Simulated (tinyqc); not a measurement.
Tight binding, honeycomb lattice, step by step. One step of it, computed by the program tinyqc.

Question. Bloch Hamiltonian at K. H_AB = -t1 (1 + exp(-i k.a1) + exp(-i k.a2)); H_AA = delta - 2 t2 sum cos(k.b + phi), H_BB = -delta - 2 t2 sum cos(k.b - phi), b = a1, a2 - a1, -a2.

Parameters chosen for this model:
```
parameter     value                        unit
t1         2.460000                 eV, nearest
t2                0       eV, second neighbours
phi        1.570000  rad, phase of t2 (Haldane)
delta      2.390000          eV, +/- on A and B
```

k point K (fractions of the reciprocal vectors): 0.333333  0.666667

Give: H(k) at K.

Answer.

H(k) at K (eV):
```
       A       B
A  2.390   0.000
B  0.000  -2.390
```
